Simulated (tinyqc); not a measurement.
From results back to parameters: configuration-coordinate model of carrier capture at a defect. Five cases, with inputs chosen for the exercise.

Problem. For two parabolas of equal curvature the ionisation peak lies at ET + ER, the emission barrier is (ER + ET)^2/(4 ER), and the standard deviation of the band at T = 0 is sqrt(ER hw). The values come from hidden ET, ER and hw.

Find: ET, ER, hw; capture barrier.

Method. ER is the squared peak energy over four times the emission barrier; ET is the rest, hw = variance/ER, and the capture barrier is the emission barrier less ET.

Case 1.

ionisation peak = 1.1100 eV
emission barrier = 0.331210 eV
standard deviation at T = 0 = 0.109955 eV

Solution.

ET, ER, hw (eV): 0.180  0.930  0.013

capture barrier = 0.151 eV

Case 2.

ionisation peak = 1.0600 eV
emission barrier = 0.308681 eV
standard deviation at T = 0 = 0.112872 eV

Solution.

ET, ER, hw (eV): 0.150  0.910  0.014

capture barrier = 0.159 eV

Case 3.

ionisation peak = 1.1300 eV
emission barrier = 1.520119 eV
standard deviation at T = 0 = 0.114105 eV

Solution.

ET, ER, hw (eV): 0.920  0.210  0.062

capture barrier = 0.600 eV

Case 4.

ionisation peak = 0.9200 eV
emission barrier = 0.289863 eV
standard deviation at T = 0 = 0.097417 eV

Solution.

ET, ER, hw (eV): 0.190  0.730  0.013

capture barrier = 0.100 eV

Case 5.

ionisation peak = 0.8900 eV
emission barrier = 0.353616 eV
standard deviation at T = 0 = 0.165650 eV

Solution.

ET, ER, hw (eV): 0.330  0.560  0.049

capture barrier = 0.024 eV

Computed by tinyqc, one run a case: `OMP_NUM_THREADS=1 python tinyqc.py N N+1 out.jsonl` with N = 1482492, 1482501, 1482598, 1482625, 1482651; one thread of a shared Intel(R) Xeon(R) Processor @ 2.30GHz, about 0.01 s a run at most.
